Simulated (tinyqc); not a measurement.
Worked calculation: valley-orbit splitting of a donor ground state, with strain. Computed by tinyqc, a small Python program that keeps every step. Command: `OMP_NUM_THREADS=1 python tinyqc.py 3016705 3016706 out.jsonl valleyorbit walk`. One thread of a shared host (Intel(R) Xeon(R) Processor @ 2.30GHz), about 0.01 s of CPU time with the checks. Intermediate numbers are printed to about 6 digits and carried at full precision; extremes and crossings named in words are read from the listed rows.

The basis is the 1s envelope in each valley; energies are counted from the unstrained conduction-band edge. The strain is e_s (a a^T - 1/3) for the unit stress axis a, so valley j along n_j moves by Xi_u e_s w_j with w_j = (n_j.a)^2 - 1/3: +1/6 for x and y, -1/3 for z. The splitting at the zone boundary that a [110] shear adds for <100> valleys is left out.

Inputs (values chosen for the exercise, for a model many-valley semiconductor):
```
quantity                                    value   unit
single-valley binding energy E_0               22    meV
central-cell shift Lambda                    4.11    meV
coupling Delta_1                             1.07    meV
coupling Delta_2                            0.522    meV
shear deformation potential Xi_u             8.98     eV
shear strain e_s                           -3e-05      -
temperature T                                 300      K
donor density N_D                         4.2e+15  cm^-3
density-of-states mass of one valley m_e    0.328    m_0
```

Valleys: six along <100>. Stress axis: [110].

Constants: k_B = 8.617333262e-05 eV/K; m_0 = 9.1093837015e-31 kg; k_B = 1.380649e-23 J/K; h = 6.62607015e-34 J s.

## Levels without strain

By symmetry: E(A1) = E_0 + Lambda + 4 Delta_1 + Delta_2 (one state), E(T2) = E_0 + Lambda - Delta_2 (three), E(E) = E_0 + Lambda - 2 Delta_1 + Delta_2 (two), as binding energies.

E(A1) = 30.912 meV

E(T2) = 25.588 meV

E(E) = 24.492 meV

Only A1 has all valley amplitudes in phase, so only it has weight at the nucleus. Of the upper states T2 is bound more strongly, because Delta_1 is larger than Delta_2.

## The valley matrix under strain

H_jj = -(E_0 + Lambda) + Xi_u e_s w_j; H_jk = -Delta_2 between opposite valleys and -Delta_1 between perpendicular ones.

H (meV):
```
          +x        -x        +y        -y        +z        -z
+x  -26.1549   -0.5220   -1.0700   -1.0700   -1.0700   -1.0700
-x   -0.5220  -26.1549   -1.0700   -1.0700   -1.0700   -1.0700
+y   -1.0700   -1.0700  -26.1549   -0.5220   -1.0700   -1.0700
-y   -1.0700   -1.0700   -0.5220  -26.1549   -1.0700   -1.0700
+z   -1.0700   -1.0700   -1.0700   -1.0700  -26.0202   -0.5220
-z   -1.0700   -1.0700   -1.0700   -1.0700   -0.5220  -26.0202
```

## Levels and ground state under strain

Diagonalise H; the ground vector has positive components. The density at the nucleus, and so the contact hyperfine coupling, scales as (sum_j c_j)^2/(number of valleys), which is 1 without strain; the envelopes are held fixed.

levels (meV): -30.9126  -25.6329  -25.6329  -25.4982  -24.5369  -24.4465

valley amplitudes of the ground state: +x 0.411064, -x 0.411064, +y 0.411064, -y 0.411064, +z 0.402559, -z 0.402559

hyperfine ratio A/A_0 = 0.999904

The valleys that move down hold 67.6 % of the ground state, against 66.7 % without strain.

## Binding energy under strain

The binding energy is counted from the lowest valley edge, min_j Xi_u e_s w_j; the gap is from the ground state to the next level.

binding energy under strain = 30.8677 meV

gap to the first excited state = 5.27972 meV

## Populations and ionisation

z = sum over levels of exp(-(E - E_ground)/k_B T), the ground-state share being 1/z; N_c = 2 (2 pi m_e k_B T/h^2)^(3/2) sum_j exp(-(shift_j - lowest shift)/k_B T); n1 = N_c/(2 z) exp(-binding/k_B T), binding = lowest shift - E_ground; without compensation n = 2 N_D/(1 + sqrt(1 + 4 N_D/n1)) (Boltzmann statistics; p and higher states left out).

partition sum z = 5.00173

share of neutral donors in the ground state = 0.199931

N_c = 2.82346e+19 cm^-3

n1 = 8.55216e+17 cm^-3

free electrons n = 4.17957e+15 cm^-3

Caution: k_B T exceeds a third of E_0, so the p and higher states, left out, hold part of the bound electrons.

## Strain dependence

The contact hyperfine ratio is A/A_0 = (sum_j c_j)^2/(number of valleys), c_j the valley amplitudes of the ground state; binding from the lowest valley edge.

Against strain:
```
e_s        Xi_u e_s (w_max - w_min) (meV)  binding (meV)  gap to next level (meV)     A/A_0
-2.40e-04                        -1.07760        30.5907                  5.00265  0.994478
-9.00e-05                        -0.40410        30.7828                  5.19483  0.999158
-3.00e-05                        -0.13470        30.8677                  5.27972  0.999904
-9.00e-06                        -0.04041        30.8986                  5.31059  0.999991
9.00e-06                          0.04041        30.8851                  5.29712  0.999991
3.00e-05                          0.13470        30.8228                  5.23483  0.999901
9.00e-05                          0.40410        30.6484                  5.06037  0.999084
2.40e-04                          1.07760        30.2359                  4.64788  0.993120
```

A/A_0 falls for either sign of strain, to 0.994 and 0.993 at the ends; its limits are the shares of the valleys that end up lowest, 4/6 under compression and 2/6 under tension. Near zero strain A/A_0 changes in second order, the binding in first. The binding energy drops from 30.91 meV to 30.59 and 30.24 meV, since fewer valleys share the valley-orbit gain.

## Do the excited 1s states matter for ionisation?

No strain here. The last two columns set z = 1, with the A1 depth, or use one level at E_0 with z equal to the number of valleys.

Ionised share:
```
T (K)        z  all 1s states  ground state alone  no splitting
18     1.12881    3.11439e-04         3.30887e-04   2.38661e-03
30     1.54951    2.07720e-02         2.57905e-02   5.80299e-02
45     2.14204    1.62474e-01         2.28263e-01   2.83353e-01
65     2.79535    4.95698e-01         6.70208e-01   6.36472e-01
90     3.38408    7.92976e-01         9.18011e-01   8.62410e-01
140    4.10427    9.54806e-01         9.88205e-01   9.67586e-01
240    4.78539    9.91299e-01         9.98157e-01   9.92887e-01
```

z grows from 1.129 to 4.79 of at most 6. Leaving out the excited states overstates the ionised share by up to 40.5 % (at 45.0 K); ignoring the splitting misses by a factor 7.66 at the lowest T and 1.00 at the highest.

Checks made by the program: symmetry formulas against diagonalisation (relative difference below 1e-10).
